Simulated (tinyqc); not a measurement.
## Resistance of a source-drain extension with a graded tip: abruptness at a fixed junction position

y runs along the channel, the gate covers y > 0. The doping is N0 for y < y0 and N0 10^(-(y - y0)/la) beyond, uniform over the depth xj. Sheet conductance s(y) = q mu(N) max(N - Nch, 0) xj + (for y > 0) ma Cox Vo, with mu(N) = u0 + (u1 - u0)/(1 + (N/Nr)^au) and Cox = eps0 eox/tox. Current is taken as one-dimensional; depletion of the tip, spreading and the contact are left out. The metallurgical junction lies at yj, where N = Nch.

R_spacer = integral of dy/s from -Ls to 0, R_ov from 0 to yj, R_channel = (Lg - 2 yj)/(ma Cox Vo), R_total = 2 R_spacer + 2 R_ov + R_channel. Electrical length L_eff = ma Cox dR_total/d(1/Vo); R_series = R_total - L_eff/(ma Cox Vo). y0 is moved with la so that yj stays at 6.4411 nm.

Parameters, values chosen for the exercise; mobility law close to that of holes in silicon:
- eox = 3.9 (relative permittivity of the gate insulator (close to silicon dioxide))
- tox = 1.7 nm (insulator thickness)
- N0 = 1.6e20 cm^-3 (active doping of the extension far from the gate)
- xj = 20 nm (depth of the extension)
- Nch = 9.1e17 cm^-3 (channel doping)
- Ls = 10 nm (spacer length)
- Vo = 0.62 V (gate overdrive)
- ma = 84 cm^2/(V s) (mobility of the gate-induced layer)
- u1 = 470.5 cm^2/(V s) (mobility at low doping)
- u0 = 44.9 cm^2/(V s) (mobility at high doping)
- Nr = 2.23e17 cm^-3 (reference doping)
- au = 0.719 (exponent)
- Lg = 90 nm (gate length)

Constants: q = 1.602176634e-19 C, eps0 = 8.8541878128e-14 F/cm where lengths are in cm. Results are converted to the units shown.

The same in every row: yj (nm) = 6.441; R_channel (ohm um) = 729.0.

Results:
```
la (nm/decade),R_spacer (ohm um),R_ov (ohm um),R_total (ohm um),L_eff (nm),R_series (ohm um)
1,4.034,9.523,756.1,78.09,17.88
1.8,4.034,15.15,767.3,78.86,21.90
3.3,4.189,25.56,788.5,80.29,29.50
4.1,5.418,30.14,800.1,81.02,34.22
4.9,7.961,33.77,812.5,81.69,40.24
5.7,11.77,36.66,825.8,82.29,47.96
6.4,16.04,38.71,838.5,82.75,56.22
```

Estimate the missing row, la = 2.6 nm/decade.

Computed row:
```
la (nm/decade),R_spacer (ohm um),R_ov (ohm um),R_total (ohm um),L_eff (nm),R_series (ohm um)
2.6,4.034,20.77,778.6,79.62,25.92
```

With this row back in the table: As la goes from 1 to 6.4 nm/decade, R_total rises from 756 to 838 ohm um, R_spacer rises from 4.03 to 16.0 ohm um and R_ov rises from 9.52 to 38.7 ohm um. R_total changes on average by 15.3 ohm um for each nm/decade. L_eff exceeds the metallurgical length by 0.977 nm in the first row and 5.64 nm in the last, since the gate also controls the lightly doped tips.

Numbers from tinyqc (`OMP_NUM_THREADS=1 python tinyqc.py 2282167 2282168 out.jsonl`; about 0.03 s on one thread of a shared Intel Xeon 2.30GHz).
